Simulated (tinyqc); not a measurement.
# Core-level spacing from the offsets

Question. For an overlayer B on a substrate A, dEv = (iB - iA) - (cB - vB) + (cA - vA) in binding energies, and dEc + dEv = EgB - EgA. Find dEv and the spacing iB - iA that a thin film must show.

Values chosen for this exercise:
```
symbol  value  unit                 meaning
EgA      0.73    eV  gap of the substrate A
EgB      5.96    eV  gap of the overlayer B
```

dEc = 2.8774005 eV
cA - vA = 58.322599 eV
cB - vB = 99.88 eV

Solution. The gaps give dEv, and the Kraut relation is solved for the spacing.

dEv = 2.3526 eV
iB - iA = 43.910 eV

Program tinyqc, `OMP_NUM_THREADS=1 python tinyqc.py 2410125 2410126 out.jsonl`; Intel Xeon 2.30GHz, shared host, one thread, about 0.01 s.
